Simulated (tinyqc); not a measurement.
# Doping and voltage from widths and field

Question. In the depletion approximation an abrupt p-n junction has a triangular field: peak E = q Nd xn/(eps0 eps_r) = q Na xp/(eps0 eps_r), W = xn + xp, and Vbi - V = E W/2. Find Nd, Na and Vbi - V.

Parameters, values chosen for the exercise: relative permittivity eps_r = 12.5.

Constants: q = 1.602176634e-19 C, eps0 = 8.8541878128e-14 F/cm where lengths are in cm. Results are converted to the units shown.

W = 411.88785 nm
peak field = 55.521793 kV/cm
xn = 403.72740 nm

Solution. Gauss's law on each side gives its doping from the peak field and its width; the voltage is the area of the triangle.

Nd = 9.50e15 cm^-3
Na = 4.70e17 cm^-3
Vbi - V = 1.14 V

Program tinyqc, `OMP_NUM_THREADS=1 python tinyqc.py 2000070 2000071 out.jsonl`; Intel Xeon 2.30GHz, shared host, one thread, about 0.02 s.
